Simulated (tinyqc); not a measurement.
Scaling the whole coupling: critical temperature from a phonon spectrum: McMillan, Allen-Dynes and the linearised Eliashberg equation. Computed by tinyqc, a small Python program. Command: `OMP_NUM_THREADS=1 python tinyqc.py 3000094 3000095 out.jsonl eliashberg walk`. One thread of a shared host (Intel(R) Xeon(R) Processor @ 2.30GHz), about 0.01 s of CPU time with the checks.

alpha^2 F(omega) = sum_i (lambda_i omega_i/2) delta(omega - omega_i), so that lambda = 2 int alpha^2 F/omega d omega = sum_i lambda_i.

Inputs (values chosen for the exercise, for a model metal): peak energy omega_1 = 20.9 meV; coupling lambda_1 = 0.894; peak energy omega_2 = 34.8 meV; coupling lambda_2 = 0.216; Coulomb pseudopotential mu* = 0.12.

Peaks in alpha^2 F: two.

Constants: k_B = 8.617333262e-05 eV/K.

Method:
- omega_log = exp(sum lambda_i ln omega_i / lambda); omega_rms = sqrt(sum lambda_i omega_i^2 / lambda).
- McMillan form: k_B T_c = (omega_log/1.2) exp[-1.04 (1 + lambda)/(lambda - mu* (1 + 0.62 lambda))]. Allen-Dynes multiplies it by f1 f2: f1 = [1 + (lambda/L1)^(3/2)]^(1/3), L1 = 2.46 (1 + 3.8 mu*); f2 = 1 + (omega_rms/omega_log - 1) lambda^2/(lambda^2 + L2^2), L2 = 1.82 (1 + 6.3 mu*) omega_rms/omega_log.
- Linearised Eliashberg equation at omega_n = (2n + 1) pi k_B T, n = 0..N-1: lambda(j) = sum_i lambda_i omega_i^2/(omega_i^2 + (2 pi j k_B T)^2); K_mn = lambda(m - n) + lambda(m + n + 1) - 2 mu*(N) - delta_mn [2m + 1 + lambda(0) + 2 sum_(j=1..m) lambda(j)], with 1/mu*(N) = 1/mu* + ln(omega_rms/omega_N), omega_N = (2N + 1) pi k_B T. T_c is where the largest eigenvalue rho of K is zero.
- N is the smallest integer at or above 8 omega_max/(2 pi k_B T_AD), omega_max the highest peak and T_AD the Allen-Dynes value.
- All lambda_i are multiplied by s. The last column is the large-lambda limit for mu* = 0, k_B T_c = 0.1827 omega_rms sqrt(lambda).

lambda = 1.11

omega_rms = 24.2378 meV

omega_log = 23.0800 meV

T_c (K):
```
s    lambda  McMillan  Allen-Dynes  Eliashberg  large-lambda limit
0.6   0.666     6.807        6.998       6.577              41.937
0.8   0.888    13.609       14.194      13.599              48.425
1.0   1.110    19.881       21.067      20.404              54.140
1.3   1.443    27.605       30.015      29.314              61.729
1.7   1.887    35.240       39.730      39.137              70.590
2.3   2.553    42.978       51.210      51.040              82.108
3.2   3.552    50.077       64.631      65.433              96.849
```

McMillan/Eliashberg runs from 1.03 at lambda = 0.67 to 0.77 at 3.55: the exponential form levels off at large lambda, while the true T_c keeps rising (exponent 0.75 between the last rows, tending to 1/2). Allen-Dynes stays within about 6 % over the table. The last row reaches 68 % of the mu* = 0 limit; with mu* above zero T_c stays below that line at any lambda.

Extremes, crossings and ranges named in words are read from the listed rows.
